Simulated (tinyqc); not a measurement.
Ballistic Schottky-barrier transistor with a two-dimensional channel, WKB contacts: one step of the calculation.

Source Fermi level 0, drain Fermi level -Vd. Far from the contacts Ec = pn - psi, and the gate moves psi one to one; the band edges relax as exp(-x/lam) from pn at the source and pn - Vd at the drain; Ev = Ec - Eg. A carrier of energy w inside the channel band meets at a contact a barrier of height D (the contact edge beyond the channel edge): T = 1 for w >= D, else exp(-S), S = 4 lam sqrt(m/C) [sqrt(D - w) - sqrt(w) arctan sqrt((D - w)/w)], C = hbar^2/(2 m0). The two contacts combine as Ts Td/(Ts + Td - Ts Td).

Task. Current of the holes on a coarse grid. I/W = g (2 q^2/h) int T(w) [N(Es + w) - N(Ed + w)] dw with w the energy of motion along the channel, N(y) = (1/2 pi) sqrt(pi m kB T/C) Fm(-y/kB T), Fm(x) = (1/sqrt(pi)) int_0^infinity u^(-1/2)/(1 + exp(u - x)) du. Electrons: Ds = psi, Dd = psi - Vd, Es = Ec, Ed = Ec + Vd. Holes: Ds = -psi, Dd = Vd - psi, Es = -Ev, Ed = -Ev - Vd. The size of each current is taken; both flow from drain to source and add. Simpson's rule on nE equally spaced w from 0 to wm.

Values chosen for this exercise; channel values close to those of a tungsten diselenide layer:
```
symbol  value  unit                                    meaning
T         250     K                                temperature
Eg        1.4    eV                                   band gap
pn       0.93    eV     barrier for electrons at both contacts
mp       0.38    m0                                  hole mass
g           2                              valleys or subbands
lam         2    nm           screening length at the contacts
Vd       0.05     V                                 drain bias
ps       -0.5     V  band shift psi of the channel by the gate
wm        0.7    eV                      upper end of the grid
nE         13                               points of the grid
```

Constants: q = 1.602176634e-19 C, kB = 1.380649e-23 J/K, hbar = 1.054571817e-34 J s, h = 6.62607015e-34 J s, m0 = 9.1093837015e-31 kg, Vt = kB T/q, hbar^2/(2 m0) = 0.0380998212 eV nm^2. Results are converted to the units shown.

Find: w; Ts; Td; T; size of the supply difference; current.

Result.

```
point  w (eV)        Ts        Td         T  size of the supply difference (1/um)
0      0.0000  1.743e-8  7.288e-9  5.139e-9                                 116.9
1      0.0583  8.849e-5  3.890e-5  2.702e-5                                 105.0
2      0.1167  0.001600  7.417e-4  5.071e-4                                 18.85
3      0.1750   0.01120  0.005495  0.003700                                 1.420
4      0.2333   0.04714   0.02462   0.01644                               0.09556
5      0.2917    0.1412   0.07898   0.05335                              0.006376
6      0.3500    0.3259    0.1971    0.1400                              4.252e-4
7      0.4083    0.6030    0.4003    0.3168                              2.836e-5
8      0.4667    0.9000    0.6751    0.6280                              1.891e-6
9      0.5250     1.000    0.9402    0.9402                              1.261e-7
10     0.5833     1.000     1.000     1.000                              8.411e-9
11     0.6417     1.000     1.000     1.000                             5.609e-10
12     0.7000     1.000     1.000     1.000                             3.741e-11
```

current = 0.1692 uA/um

Range of the model: No scattering, image-force lowering, channel charge or band-to-band tunnelling; parabolic kappa overstates S deep in the gap.

Program tinyqc, `OMP_NUM_THREADS=1 python tinyqc.py 2390112 2390113 out.jsonl`; Intel Xeon 2.30GHz, shared host, one thread, about 0.2 s.
